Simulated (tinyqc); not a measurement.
Worked calculation (part 2 of 2): UHF in the sto-3g basis, for BeH+, spin multiplicity 1. Computed by tinyqc, a small Python program that keeps every step (integrals from PySCF). Command: `OMP_NUM_THREADS=1 python tinyqc.py 26381 26382 out.jsonl` (the two numbers bound the seeds that draw the settings). One thread of a shared host (Intel(R) Xeon(R) Processor @ 2.60GHz), about 0.2 s of CPU time with the checks.

Geometry (angstrom):
```
atom         x         y         z
Be    0.000000  0.000000  0.000000
H     0.000000  0.000000  1.185000
```

## Iteration 3: building the Fock matrix

D(alpha) after iteration 2, order 1Be 1s, 1Be 2s, 1Be 2px, 1Be 2py, 1Be 2pz, 2H 1s:
$$\begin{pmatrix}
1.020989 & -0.061777 & 0.016445 & -0.024250 & -0.062381 & -0.094027 \\
-0.061777 & 0.219090 & -0.041571 & 0.061303 & 0.150245 & 0.235130 \\
0.016445 & -0.041571 & 0.007910 & -0.011665 & -0.028602 & -0.044745 \\
-0.024250 & 0.061303 & -0.011665 & 0.017201 & 0.042178 & 0.065983 \\
-0.062381 & 0.150245 & -0.028602 & 0.042178 & 0.103432 & 0.161797 \\
-0.094027 & 0.235130 & -0.044745 & 0.065983 & 0.161797 & 0.253109
\end{pmatrix}$$

D(beta) after iteration 2, order 1Be 1s, 1Be 2s, 1Be 2px, 1Be 2py, 1Be 2pz, 2H 1s:
$$\begin{pmatrix}
1.020989 & -0.061777 & -0.016445 & 0.024250 & -0.062381 & -0.094027 \\
-0.061777 & 0.219090 & 0.041571 & -0.061303 & 0.150245 & 0.235130 \\
-0.016445 & 0.041571 & 0.007910 & -0.011665 & 0.028602 & 0.044745 \\
0.024250 & -0.061303 & -0.011665 & 0.017201 & -0.042178 & -0.065983 \\
-0.062381 & 0.150245 & 0.028602 & -0.042178 & 0.103432 & 0.161797 \\
-0.094027 & 0.235130 & 0.044745 & -0.065983 & 0.161797 & 0.253109
\end{pmatrix}$$

core Hamiltonian H = T + V (hartree), order 1Be 1s, 1Be 2s, 1Be 2px, 1Be 2py, 1Be 2pz, 2H 1s:
$$\begin{pmatrix}
-8.313680 & -2.048144 & 0.000000 & 0.000000 & -0.023009 & -0.786550 \\
-2.048144 & -2.504437 & 0.000000 & 0.000000 & -0.167190 & -1.417275 \\
0.000000 & 0.000000 & -1.991764 & 0.000000 & 0.000000 & 0.000000 \\
0.000000 & 0.000000 & 0.000000 & -1.991764 & 0.000000 & 0.000000 \\
-0.023009 & -0.167190 & 0.000000 & 0.000000 & -2.125612 & -1.376802 \\
-0.786550 & -1.417275 & 0.000000 & 0.000000 & -1.376802 & -2.226392
\end{pmatrix}$$

Two-electron integrals (ij|kl) in chemists' order, unique and non-zero (hartree):
```
(11|11) 2.298831   (21|11) 0.392036   (21|21) 0.079539   (22|11) 0.570988
(22|21) 0.143041   (22|22) 0.417683   (31|31) 0.014607   (32|31) 0.021888
(32|32) 0.092265   (33|11) 0.569578   (33|21) 0.143083   (33|22) 0.417589
(33|33) 0.449859   (41|41) 0.014607   (42|41) 0.021888   (42|42) 0.092265
(43|43) 0.024249   (44|11) 0.569578   (44|21) 0.143083   (44|22) 0.417589
(44|33) 0.401360   (44|44) 0.449859   (51|51) 0.014607   (52|51) 0.021888
(52|52) 0.092265   (53|53) 0.024249   (54|54) 0.024249   (55|11) 0.569578
(55|21) 0.143083   (55|22) 0.417589   (55|33) 0.401360   (55|44) 0.401360
(55|55) 0.449859   (61|11) 0.147549   (61|21) 0.029847   (61|22) 0.053829
(61|33) 0.053432   (61|44) 0.053432   (61|51) 0.002728   (61|52) 0.004984
(61|55) 0.054652   (61|61) 0.011777   (62|11) 0.275146   (62|21) 0.069495
(62|22) 0.211923   (62|33) 0.204892   (62|44) 0.204892   (62|51) 0.009138
(62|52) 0.049701   (62|55) 0.225797   (62|61) 0.028633   (62|62) 0.145234
(63|31) 0.007324   (63|32) 0.031649   (63|53) 0.009281   (63|63) 0.015827
(64|41) 0.007324   (64|42) 0.031649   (64|54) 0.009281   (64|64) 0.015827
(65|11) 0.268534   (65|21) 0.068805   (65|22) 0.220276   (65|33) 0.207444
(65|44) 0.207444   (65|51) 0.015222   (65|52) 0.078659   (65|55) 0.245703
(65|61) 0.030061   (65|62) 0.173679   (65|65) 0.218531   (66|11) 0.438771
(66|21) 0.112930   (66|22) 0.377669   (66|33) 0.350938   (66|44) 0.350938
(66|51) 0.019916   (66|52) 0.129467   (66|55) 0.430739   (66|61) 0.048453
(66|62) 0.311838   (66|65) 0.400199   (66|66) 0.774606
```

nuclear repulsion = 1.78625219 hartree

J_ij = sum D_kl (ij|kl) with D = D(alpha) + D(beta), K_ij = sum D_kl (ik|jl) for each spin; F = H + J - K(s); E = tr D H + tr D J / 2 - 0.5 sum_s tr D(s) K(s) + E_nn.

Coulomb J (hartree), order 1Be 1s, 1Be 2s, 1Be 2px, 1Be 2py, 1Be 2pz, 2H 1s:
$$\begin{pmatrix}
5.593106 & 1.036170 & 0.000000 & 0.000000 & 0.037011 & 0.400290 \\
1.036170 & 1.933791 & 0.000000 & 0.000000 & 0.211303 & 1.118205 \\
0.000000 & 0.000000 & 1.899156 & -0.001131 & 0.000000 & 0.000000 \\
0.000000 & 0.000000 & -0.001131 & 1.900057 & 0.000000 & 0.000000 \\
0.037011 & 0.211303 & 0.000000 & 0.000000 & 1.992781 & 1.228640 \\
0.400290 & 1.118205 & 0.000000 & 0.000000 & 1.228640 & 2.139299
\end{pmatrix}$$

exchange K(alpha) (hartree), order 1Be 1s, 1Be 2s, 1Be 2px, 1Be 2py, 1Be 2pz, 2H 1s:
$$\begin{pmatrix}
2.308100 & 0.404081 & 0.000030 & -0.000044 & -0.000898 & 0.154849 \\
0.404081 & 0.306338 & -0.029067 & 0.042863 & 0.215682 & 0.351792 \\
0.000030 & -0.029067 & 0.059422 & -0.004965 & -0.021871 & -0.031444 \\
-0.000044 & 0.042863 & -0.004965 & 0.063376 & 0.032252 & 0.046369 \\
-0.000898 & 0.215682 & -0.021871 & 0.032252 & 0.248510 & 0.352756 \\
0.154849 & 0.351792 & -0.031444 & 0.046369 & 0.352756 & 0.574839
\end{pmatrix}$$

exchange K(beta) (hartree), order 1Be 1s, 1Be 2s, 1Be 2px, 1Be 2py, 1Be 2pz, 2H 1s:
$$\begin{pmatrix}
2.308100 & 0.404081 & -0.000030 & 0.000044 & -0.000898 & 0.154849 \\
0.404081 & 0.306338 & 0.029067 & -0.042863 & 0.215682 & 0.351792 \\
-0.000030 & 0.029067 & 0.059422 & -0.004965 & 0.021871 & 0.031444 \\
0.000044 & -0.042863 & -0.004965 & 0.063376 & -0.032252 & -0.046369 \\
-0.000898 & 0.215682 & 0.021871 & -0.032252 & 0.248510 & 0.352756 \\
0.154849 & 0.351792 & 0.031444 & -0.046369 & 0.352756 & 0.574839
\end{pmatrix}$$

F(alpha) (hartree), order 1Be 1s, 1Be 2s, 1Be 2px, 1Be 2py, 1Be 2pz, 2H 1s:
$$\begin{pmatrix}
-5.028675 & -1.416055 & -0.000030 & 0.000044 & 0.014900 & -0.541109 \\
-1.416055 & -0.876984 & 0.029067 & -0.042863 & -0.171569 & -0.650862 \\
-0.000030 & 0.029067 & -0.152030 & 0.003833 & 0.021871 & 0.031444 \\
0.000044 & -0.042863 & 0.003833 & -0.155083 & -0.032252 & -0.046369 \\
0.014900 & -0.171569 & 0.021871 & -0.032252 & -0.381341 & -0.500918 \\
-0.541109 & -0.650862 & 0.031444 & -0.046369 & -0.500918 & -0.661933
\end{pmatrix}$$

F(beta) (hartree), order 1Be 1s, 1Be 2s, 1Be 2px, 1Be 2py, 1Be 2pz, 2H 1s:
$$\begin{pmatrix}
-5.028675 & -1.416055 & 0.000030 & -0.000044 & 0.014900 & -0.541109 \\
-1.416055 & -0.876984 & -0.029067 & 0.042863 & -0.171569 & -0.650862 \\
0.000030 & -0.029067 & -0.152030 & 0.003833 & -0.021871 & -0.031444 \\
-0.000044 & 0.042863 & 0.003833 & -0.155083 & 0.032252 & 0.046369 \\
0.014900 & -0.171569 & -0.021871 & 0.032252 & -0.381341 & -0.500918 \\
-0.541109 & -0.650862 & -0.031444 & 0.046369 & -0.500918 & -0.661933
\end{pmatrix}$$

total energy of this density = -14.64517511 hartree

## Iteration 3: diagonalisation and new density

X, order 1Be 1s, 1Be 2s, 1Be 2px, 1Be 2py, 1Be 2pz, 2H 1s:
$$\begin{pmatrix}
0.165925 & 0.817072 & 0.000000 & 0.000000 & 0.590413 & 0.180476 \\
-1.048571 & -0.588181 & 0.000000 & 0.000000 & 0.430722 & 0.379248 \\
0.000000 & 0.000000 & 0.601502 & 0.798871 & 0.000000 & 0.000000 \\
0.000000 & 0.000000 & 0.798871 & -0.601502 & 0.000000 & 0.000000 \\
-1.069383 & 0.467522 & 0.000000 & 0.000000 & -0.548256 & 0.346808 \\
1.467630 & -0.171952 & 0.000000 & 0.000000 & -0.158499 & 0.503256
\end{pmatrix}$$

Diagonalise F' = X^T F X, C = X C', fill 2 alpha and 2 beta electrons from the bottom; D(s) = C_occ C_occ^T. Each column has its largest component positive (the first on a tie).

F' = X^T F X (alpha) (hartree):
$$\begin{pmatrix}
0.450185 & -0.173942 & 0.004453 & -0.013021 & -0.077152 & -0.033179 \\
-0.173942 & -2.195749 & 0.007093 & -0.020741 & -2.120603 & -0.887475 \\
0.004453 & 0.007093 & -0.150295 & 0.002527 & 0.002579 & -0.019849 \\
-0.013021 & -0.020741 & 0.002527 & -0.156818 & -0.007541 & 0.058040 \\
-0.077152 & -2.120603 & 0.002579 & -0.007541 & -2.592635 & -1.050823 \\
-0.033179 & -0.887475 & -0.019849 & 0.058040 & -1.050823 & -1.262140
\end{pmatrix}$$

orbital energies (alpha) (hartree): MO1 -5.031625, MO2 -0.772987, MO3 -0.267423, MO4 -0.150591, MO5 -0.149431, MO6 0.464602

coefficients C (alpha), order 1Be 1s, 1Be 2s, 1Be 2px, 1Be 2py, 1Be 2pz, 2H 1s:
$$\begin{pmatrix}
0.992877 & -0.192125 & -0.202446 & 0.027740 & 0.000000 & 0.108744 \\
0.025989 & 0.483677 & 0.781296 & -0.070381 & 0.000000 & -0.961671 \\
-0.000141 & -0.059735 & -0.025914 & -0.557368 & 0.827644 & -0.010309 \\
0.000208 & 0.088087 & 0.038213 & 0.821915 & 0.561253 & 0.015202 \\
-0.002495 & 0.313351 & -0.635779 & 0.016906 & 0.000000 & -1.131513 \\
0.000547 & 0.503656 & -0.189760 & -0.072383 & 0.000000 & 1.472065
\end{pmatrix}$$

F' = X^T F X (beta) (hartree):
$$\begin{pmatrix}
0.450185 & -0.173942 & -0.004453 & 0.013021 & -0.077152 & -0.033179 \\
-0.173942 & -2.195749 & -0.007093 & 0.020741 & -2.120603 & -0.887475 \\
-0.004453 & -0.007093 & -0.150295 & 0.002527 & -0.002579 & 0.019849 \\
0.013021 & 0.020741 & 0.002527 & -0.156818 & 0.007541 & -0.058040 \\
-0.077152 & -2.120603 & -0.002579 & 0.007541 & -2.592635 & -1.050823 \\
-0.033179 & -0.887475 & 0.019849 & -0.058040 & -1.050823 & -1.262140
\end{pmatrix}$$

orbital energies (beta) (hartree): MO1 -5.031625, MO2 -0.772987, MO3 -0.267423, MO4 -0.150591, MO5 -0.149431, MO6 0.464602

coefficients C (beta), order 1Be 1s, 1Be 2s, 1Be 2px, 1Be 2py, 1Be 2pz, 2H 1s:
$$\begin{pmatrix}
0.992877 & -0.192125 & -0.202446 & -0.027740 & 0.000000 & 0.108744 \\
0.025989 & 0.483677 & 0.781296 & 0.070381 & 0.000000 & -0.961671 \\
0.000141 & 0.059735 & 0.025914 & -0.557368 & 0.827644 & 0.010309 \\
-0.000208 & -0.088087 & -0.038213 & 0.821915 & 0.561253 & -0.015202 \\
-0.002495 & 0.313351 & -0.635779 & -0.016906 & 0.000000 & -1.131513 \\
0.000547 & 0.503656 & -0.189760 & 0.072383 & 0.000000 & 1.472065
\end{pmatrix}$$

D(alpha) after iteration 3, order 1Be 1s, 1Be 2s, 1Be 2px, 1Be 2py, 1Be 2pz, 2H 1s:
$$\begin{pmatrix}
1.022717 & -0.067123 & 0.011336 & -0.016717 & -0.062680 & -0.096222 \\
-0.067123 & 0.234619 & -0.028896 & 0.042611 & 0.151496 & 0.243621 \\
0.011336 & -0.028896 & 0.003568 & -0.005262 & -0.018718 & -0.030086 \\
-0.016717 & 0.042611 & -0.005262 & 0.007759 & 0.027602 & 0.044366 \\
-0.062680 & 0.151496 & -0.018718 & 0.027602 & 0.098195 & 0.157820 \\
-0.096222 & 0.243621 & -0.030086 & 0.044366 & 0.157820 & 0.253670
\end{pmatrix}$$

D(beta) after iteration 3, order 1Be 1s, 1Be 2s, 1Be 2px, 1Be 2py, 1Be 2pz, 2H 1s:
$$\begin{pmatrix}
1.022717 & -0.067123 & -0.011336 & 0.016717 & -0.062680 & -0.096222 \\
-0.067123 & 0.234619 & 0.028896 & -0.042611 & 0.151496 & 0.243621 \\
-0.011336 & 0.028896 & 0.003568 & -0.005262 & 0.018718 & 0.030086 \\
0.016717 & -0.042611 & -0.005262 & 0.007759 & -0.027602 & -0.044366 \\
-0.062680 & 0.151496 & 0.018718 & -0.027602 & 0.098195 & 0.157820 \\
-0.096222 & 0.243621 & 0.030086 & -0.044366 & 0.157820 & 0.253670
\end{pmatrix}$$

## Iteration 22 (converged): orbitals

converged F(alpha) (hartree), order 1Be 1s, 1Be 2s, 1Be 2px, 1Be 2py, 1Be 2pz, 2H 1s:
$$\begin{pmatrix}
-5.029447 & -1.414940 & 0.000000 & 0.000000 & 0.015283 & -0.540307 \\
-1.414940 & -0.890456 & 0.000019 & -0.000029 & -0.172825 & -0.660290 \\
0.000000 & 0.000019 & -0.151306 & 0.000000 & 0.000013 & 0.000020 \\
0.000000 & -0.000029 & 0.000000 & -0.151306 & -0.000020 & -0.000030 \\
0.015283 & -0.172825 & 0.000013 & -0.000020 & -0.376520 & -0.497960 \\
-0.540307 & -0.660290 & 0.000020 & -0.000030 & -0.497960 & -0.665105
\end{pmatrix}$$

converged F(beta) (hartree), order 1Be 1s, 1Be 2s, 1Be 2px, 1Be 2py, 1Be 2pz, 2H 1s:
$$\begin{pmatrix}
-5.029447 & -1.414940 & 0.000000 & 0.000000 & 0.015283 & -0.540307 \\
-1.414940 & -0.890456 & -0.000019 & 0.000029 & -0.172825 & -0.660290 \\
0.000000 & -0.000019 & -0.151306 & 0.000000 & -0.000013 & -0.000020 \\
0.000000 & 0.000029 & 0.000000 & -0.151306 & 0.000020 & 0.000030 \\
0.015283 & -0.172825 & -0.000013 & 0.000020 & -0.376520 & -0.497960 \\
-0.540307 & -0.660290 & -0.000020 & 0.000030 & -0.497960 & -0.665105
\end{pmatrix}$$

As before.

F' = X^T F X (alpha) (hartree):
$$\begin{pmatrix}
0.450813 & -0.175559 & 0.000003 & -0.000009 & -0.077341 & -0.031282 \\
-0.175559 & -2.202662 & 0.000005 & -0.000014 & -2.119909 & -0.878896 \\
0.000003 & 0.000005 & -0.151306 & 0.000000 & 0.000001 & -0.000013 \\
-0.000009 & -0.000014 & 0.000000 & -0.151306 & -0.000004 & 0.000037 \\
-0.077341 & -2.119909 & 0.000001 & -0.000004 & -2.591472 & -1.055559 \\
-0.031282 & -0.878896 & -0.000013 & 0.000037 & -1.055559 & -1.266877
\end{pmatrix}$$

orbital energies (alpha) (hartree): MO1 -5.032339, MO2 -0.774167, MO3 -0.268952, MO4 -0.151306, MO5 -0.151306, MO6 0.465261

coefficients C (alpha), order 1Be 1s, 1Be 2s, 1Be 2px, 1Be 2py, 1Be 2pz, 2H 1s:
$$\begin{pmatrix}
0.992944 & -0.196759 & -0.199810 & 0.000019 & 0.000000 & 0.108256 \\
0.025746 & 0.500938 & 0.774887 & -0.000051 & 0.000000 & -0.960601 \\
0.000000 & -0.000038 & -0.000021 & -0.561253 & 0.827644 & -0.000007 \\
0.000000 & 0.000057 & 0.000030 & 0.827644 & 0.561253 & 0.000010 \\
-0.002586 & 0.302924 & -0.641161 & 0.000016 & 0.000000 & -1.131442 \\
0.000561 & 0.503197 & -0.196387 & -0.000045 & 0.000000 & 1.473133
\end{pmatrix}$$

F' = X^T F X (beta) (hartree):
$$\begin{pmatrix}
0.450813 & -0.175559 & -0.000003 & 0.000009 & -0.077341 & -0.031282 \\
-0.175559 & -2.202662 & -0.000005 & 0.000014 & -2.119909 & -0.878896 \\
-0.000003 & -0.000005 & -0.151306 & 0.000000 & -0.000001 & 0.000013 \\
0.000009 & 0.000014 & 0.000000 & -0.151306 & 0.000004 & -0.000037 \\
-0.077341 & -2.119909 & -0.000001 & 0.000004 & -2.591472 & -1.055559 \\
-0.031282 & -0.878896 & 0.000013 & -0.000037 & -1.055559 & -1.266877
\end{pmatrix}$$

orbital energies (beta) (hartree): MO1 -5.032339, MO2 -0.774167, MO3 -0.268952, MO4 -0.151306, MO5 -0.151306, MO6 0.465261

coefficients C (beta), order 1Be 1s, 1Be 2s, 1Be 2px, 1Be 2py, 1Be 2pz, 2H 1s:
$$\begin{pmatrix}
0.992944 & -0.196759 & -0.199810 & -0.000019 & 0.000000 & 0.108256 \\
0.025746 & 0.500938 & 0.774887 & 0.000051 & 0.000000 & -0.960601 \\
0.000000 & 0.000038 & 0.000021 & -0.561253 & 0.827644 & 0.000007 \\
0.000000 & -0.000057 & -0.000030 & 0.827644 & 0.561253 & -0.000010 \\
-0.002586 & 0.302924 & -0.641161 & -0.000016 & 0.000000 & -1.131442 \\
0.000561 & 0.503197 & -0.196387 & 0.000045 & 0.000000 & 1.473133
\end{pmatrix}$$

D(alpha) after iteration 22, order 1Be 1s, 1Be 2s, 1Be 2px, 1Be 2py, 1Be 2pz, 2H 1s:
$$\begin{pmatrix}
1.024653 & -0.072999 & 0.000007 & -0.000011 & -0.062170 & -0.098451 \\
-0.072999 & 0.251602 & -0.000019 & 0.000028 & 0.151680 & 0.252085 \\
0.000007 & -0.000019 & 0.000000 & 0.000000 & -0.000012 & -0.000019 \\
-0.000011 & 0.000028 & 0.000000 & 0.000000 & 0.000017 & 0.000028 \\
-0.062170 & 0.151680 & -0.000012 & 0.000017 & 0.091770 & 0.152429 \\
-0.098451 & 0.252085 & -0.000019 & 0.000028 & 0.152429 & 0.253208
\end{pmatrix}$$

D(beta) after iteration 22, order 1Be 1s, 1Be 2s, 1Be 2px, 1Be 2py, 1Be 2pz, 2H 1s:
$$\begin{pmatrix}
1.024653 & -0.072999 & -0.000007 & 0.000011 & -0.062170 & -0.098451 \\
-0.072999 & 0.251602 & 0.000019 & -0.000028 & 0.151680 & 0.252085 \\
-0.000007 & 0.000019 & 0.000000 & 0.000000 & 0.000012 & 0.000019 \\
0.000011 & -0.000028 & 0.000000 & 0.000000 & -0.000017 & -0.000028 \\
-0.062170 & 0.151680 & 0.000012 & -0.000017 & 0.091770 & 0.152429 \\
-0.098451 & 0.252085 & 0.000019 & -0.000028 & 0.152429 & 0.253208
\end{pmatrix}$$

Within a degenerate level the vectors are fixed only up to a rotation; this is one choice.

## Convergence

Stop when the energy changes by less than 1e-08 hartree and every element of the error matrix X^T (F D S - S D F) X (for each spin) is below 3e-05.

Course of the cycle:
```
iteration   E (hartree)     change  largest element of the error matrix
1          -14.54442754          -                             1.29e-01
2          -14.62958737  -8.52e-02                             4.74e-02
3          -14.64517511  -1.56e-02                             2.91e-02
4          -14.65130579  -6.13e-03                             1.91e-02
5          -14.65392617  -2.62e-03                             1.28e-02
6          -14.65508590  -1.16e-03                             8.67e-03
7          -14.65560927  -5.23e-04                             5.88e-03
8          -14.65584798  -2.39e-04                             3.99e-03
9          -14.65595748  -1.09e-04                             2.71e-03
10         -14.65600786  -5.04e-05                             1.84e-03
11         -14.65603108  -2.32e-05                             1.25e-03
12         -14.65604179  -1.07e-05                             8.50e-04
13         -14.65604673  -4.94e-06                             5.78e-04
14         -14.65604901  -2.28e-06                             3.93e-04
15         -14.65605007  -1.05e-06                             2.67e-04
16         -14.65605055  -4.86e-07                             1.81e-04
17         -14.65605078  -2.25e-07                             1.23e-04
18         -14.65605088  -1.04e-07                             8.37e-05
19         -14.65605093  -4.79e-08                             5.69e-05
20         -14.65605095  -2.21e-08                             3.87e-05
21         -14.65605096  -1.02e-08                             2.63e-05
22         -14.65605097  -4.72e-09                             1.79e-05
```

PySCF UHF in the same basis, after a stability check = -14.65605097 hartree

Converged in 22 iterations.

## Populations, bond orders and dipole

overlap S, order 1Be 1s, 1Be 2s, 1Be 2px, 1Be 2py, 1Be 2pz, 2H 1s:
$$\begin{pmatrix}
1.000000 & 0.259517 & 0.000000 & 0.000000 & 0.000000 & 0.097912 \\
0.259517 & 1.000000 & 0.000000 & 0.000000 & 0.000000 & 0.523648 \\
0.000000 & 0.000000 & 1.000000 & 0.000000 & 0.000000 & 0.000000 \\
0.000000 & 0.000000 & 0.000000 & 1.000000 & 0.000000 & 0.000000 \\
0.000000 & 0.000000 & 0.000000 & 0.000000 & 1.000000 & 0.563964 \\
0.097912 & 0.523648 & 0.000000 & 0.000000 & 0.563964 & 1.000000
\end{pmatrix}$$

Mulliken: Z minus the diagonal of D S on the atom; Loewdin: the same with S^(1/2) D S^(1/2); Mayer order: 2 sum_s sum (D(s) S)_ij (D(s) S)_ji over the two atoms.

Charges (e):
```
atom  Mulliken   Loewdin  Mulliken spin
1Be   0.923073  0.949173              0
2H    0.076927  0.050827              0
```

Mayer bond orders:
```
pair     order
2-1   0.994082
```

dipole moment about the origin, x y z (debye): [0.000000, 0.000000, -2.921635]

<S^2> of the determinant (pure state: 0) = 1.87e-08
